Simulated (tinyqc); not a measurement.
Capillary instabilities by surface diffusion: grooving and agglomeration of films, edge retraction, wire break-up and smoothing of roughness: one step, computed by the program tinyqc. Command: `OMP_NUM_THREADS=1 python tinyqc.py 3026411 3026412 out.jsonl dewet walk`. One thread of a shared host (Intel(R) Xeon(R) Processor @ 2.30GHz), about 0.01 s of CPU time with the checks.

Isotropic surface energy; shapes change by surface diffusion alone.

Problem. Retraction of a straight edge. A rim shaped as a circular segment with contact angle theta holds the area h x; its radius r obeys r^2 (theta - sin theta cos theta) = h x. To advance, the edge must carry a strip of the rim height H = r (1 - cos theta) over the rim, driven by the curvature 1/r over the distance r theta (the scaling argument of Brandon and Bradshaw): H dx/dt = B/(theta r^2) gives x^(5/2) = (5/2) B t c^(3/2)/(theta (1 - cos theta) h^(3/2)), c = theta - sin theta cos theta.

Inputs (values chosen for the exercise, of the order of those of a gold film):
```
quantity                              value     unit
contact angle on the substrate theta     55  degrees
temperature T                           492        K
time t                                  740        s
film thickness h                        8.5       nm
```

B = 8625.413 nm^4/s

Give: retraction x; rim height H; present speed.

Solution.

retraction x = 196.3 nm

rim height H = 24.88 nm

present speed = 0.1061 nm/s

The rim is 2.9 times the film thickness. x goes as t^(2/5) h^(-3/5): thin films retract faster.
